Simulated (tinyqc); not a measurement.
# Changing the cooling rate

Model: thermal stress and diffusional relaxation in a metal film: Coble and Nabarro-Herring creep, cooling and holds. Computed by tinyqc, a small Python program. Command: `OMP_NUM_THREADS=1 python tinyqc.py 3017458 3017459 out.jsonl creep sweep`. One thread of a shared host (Intel(R) Xeon(R) Processor @ 2.30GHz), about 0.2 s of CPU time with the checks.

A thin film on a rigid substrate is stress-free at T0. Tension is positive and the film creeps linearly: d sigma/dt = -M (mismatch) dT/dt - sigma/tau.

Inputs (values chosen for the exercise, modelled on silver films on silicon): biaxial modulus M = 131 GPa; expansion mismatch = 16.4 1e-6/K; atomic volume Omega = 17 angstrom^3; lattice prefactor D0 = 3.7e-05 m^2/s; lattice energy E = 1.95 eV; boundary prefactor (delta D_b)0 = 4.2e-15 m^3/s; boundary energy E_b = 0.932 eV; grain size d = 0.17 um; stress-free temperature T0 = 300 C; hold temperature T = 130 C.

Constants: k_B = 1.380649e-23 J/K; k_B = 8.617333262e-05 eV/K.

Method:
- Thermoelastic slope = M x mismatch; sigma_0 = slope x (T0 - T).
- Creep rate per stress: Nabarro-Herring 14 D Omega/(k_B T d^2), Coble (14 pi) delta D_b Omega/(k_B T d^3), with D = D0 exp(-E/(k_B T)), delta D_b = (delta D_b)0 exp(-E_b/(k_B T)); 1/tau = M x (sum of both)/2 (biaxial strain rate is half the uniaxial one).
- Temperatures in kelvin are T(C) + 273.15.
- Cooling from T0 at the constant rate: d sigma/dT = -slope + sigma/(tau(T) x rate), integrated to 25 C (stiff solver, tolerance 1e-9).
- Effective stress-free temperature T_eff = 25 C + sigma/slope.

One run for each value:
```
cooling rate (C/min)  stress at 25 C (MPa)  effective stress-free temperature (C)
0.03                                 58.56                                  52.26
0.1                                  82.66                                  63.47
0.4                                 113.65                                  77.90
1                                   135.90                                  88.26
5                                   178.49                                 108.08
20                                  219.13                                 127.00
70                                  259.44                                 145.76
300                                 311.21                                 169.85
1000                                358.68                                 191.95
```

Over the rows, stress at 25 C (MPa) rises from 58.6 to 359 (exponent d ln y / d ln x 0.29 between the first rows and 0.12 between the last). Slower cooling lets the film creep to a lower temperature before the stress freezes in.

Caution (all rows): bulk creep laws overstate relaxation in a bonded film, and dislocation glide would cap stresses above the yield stress.
